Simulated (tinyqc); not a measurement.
RHF in the 6-311g basis, for He, spin multiplicity 1, step by step. One step of it, computed by the program tinyqc.

Question. Iteration 1: building the Fock matrix. J_ij = sum D_kl (ij|kl), K_ij = sum D_kl (ik|jl); F = H + J - 0.5 K; E = tr D H + tr D J / 2 - 0.25 tr D K + E_nn.

D at the start, order 1He 1s, 1He 2s, 1He 3s:
```
[[4.051320, -5.091422, 2.238986],
 [-5.091422, 6.398552, -2.813805],
 [2.238986, -2.813805, 1.237389]]
```

core Hamiltonian H = T + V (hartree), order 1He 1s, 1He 2s, 1He 3s:
```
[[-0.449189, -2.025351, -1.309466],
 [-2.025351, -1.672714, -1.363028],
 [-1.309466, -1.363028, -1.211479]]
```

Two-electron integrals (ij|kl) in chemists' order, unique and non-zero (hartree):
```
(11|11) 2.395117   (21|11) 1.347337   (21|21) 0.798707   (22|11) 1.358411
(22|21) 0.863847   (22|22) 1.054927   (31|11) 0.614121   (31|21) 0.368625
(31|22) 0.406802   (31|31) 0.170715   (32|11) 0.842709   (32|21) 0.547009
(32|22) 0.700418   (32|31) 0.259418   (32|32) 0.476676   (33|11) 0.767030
(33|21) 0.510236   (33|22) 0.697580   (33|31) 0.244176   (33|32) 0.494732
(33|33) 0.558022
```

nuclear repulsion = 0 hartree

Give: Coulomb J; exchange K; Fock matrix F; total energy of this density.

Answer.

Coulomb J (hartree), order 1He 1s, 1He 2s, 1He 3s:
```
[[3.6322, 2.0565, 0.9440],
 [2.0565, 2.2001, 1.4169],
 [0.9440, 1.4169, 1.3751]]
```

exchange K (hartree), order 1He 1s, 1He 2s, 1He 3s:
```
[[1.9810, 0.3524, 0.0567],
 [0.3524, 0.2871, 0.1501],
 [0.0567, 0.1501, 0.0998]]
```

Fock matrix F (hartree), order 1He 1s, 1He 2s, 1He 3s:
```
[[2.1925, -0.1451, -0.3938],
 [-0.1451, 0.3839, -0.0212],
 [-0.3938, -0.0212, 0.1137]]
```

total energy of this density = 9.860560 hartree
